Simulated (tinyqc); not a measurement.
## Trap density from one capacitance

Inverse problem. Traps spread evenly through the insulator exchange electrons with the semiconductor by tunnelling, with tau(x) = t0 exp(2 ka x) at depth x from the interface. The admittance per area Y seen at depth x obeys dY/dx = -Y^2/(i w eps0 eox) + q Nb ln(1 + i w tau)/tau, with Y(0) = i w Cs and w = 2 pi f; the gate sees Y(tox) = G + i w C. Working variable y = Y/(i w), in uF/cm^2. Cox = eps0 eox/tox. Find Nb and G/w.

Parameters, values chosen for the exercise: relative permittivity of the insulator eox = 3.93; insulator thickness tox = 6.9 nm; semiconductor capacitance in accumulation Cs = 3.2 uF/cm^2; decay constant of the wave function in the insulator ka = 4.9 1/nm; time constant of a trap at the interface t0 = 3e-10 s; frequency f = 100 Hz.

Constants: q = 1.602176634e-19 C, eps0 = 8.8541878128e-14 F/cm where lengths are in cm. Results are converted to the units shown.

C = 0.52538246 uF/cm^2

Answer. C rises steadily with Nb, so one density matches; in practice ka and t0 must come from the frequency dependence.

Nb = 1.000e20 cm^-3 eV^-1
G/w = 0.01198 uF/cm^2

Computed by the program tinyqc: `OMP_NUM_THREADS=1 python tinyqc.py 2202091 2202092 out.jsonl`, one thread of a shared Intel Xeon 2.30GHz, about 0.6 s for the whole run.
